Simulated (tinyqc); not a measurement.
From results back to parameters: Franz-Keldysh effect at a direct gap. Two cases, with inputs chosen for the exercise.

Problem. In modulation spectra the extrema of the oscillations lie at E_n = Eg + th (3 pi (n - 1/2)/4)^(2/3) (the phase constant is taken as pi/2 here), with th = (c (e Fd)^2/mr)^(1/3), mr = me mhh/(me + mhh), c = hbar^2/2m0; 1 kV/cm = 1e-5 V/angstrom. Extrema n = 2 and n = 5 are given; Eg and the field are hidden.

Constants: hbar^2/2m0 = 3.80998211 eV angstrom^2.

Find: th; Eg; Fd.

Method. E_n is linear in (3 pi (n - 1/2)/4)^(2/3): the slope is th and the intercept Eg; then e Fd = sqrt(th^3 mr/c).

Case 1.

Values chosen (out of a larger set: near those of InP; not measured data): me = 0.0819 m0 (electron mass); mhh = 0.621 m0 (heavy-hole mass).

E_2 = 1.42308 eV
E_5 = 1.48690 eV

Solution.

th = 25.46 meV
Eg = 1.364 eV
Fd = 56 kV/cm

Case 2.

Values chosen (out of a larger set: near those of GaAs; not measured data): me = 0.0683 m0 (electron mass); mhh = 0.491 m0 (heavy-hole mass).

E_2 = 1.53983 eV
E_5 = 1.70383 eV

Solution.

th = 65.44 meV
Eg = 1.388 eV
Fd = 2.1e+02 kV/cm

Computed by tinyqc, one run a case: `OMP_NUM_THREADS=1 python tinyqc.py N N+1 out.jsonl` with N = 1650670, 1650691; one thread of a shared Intel(R) Xeon(R) Processor @ 2.30GHz, about 0.01 s a run at most.
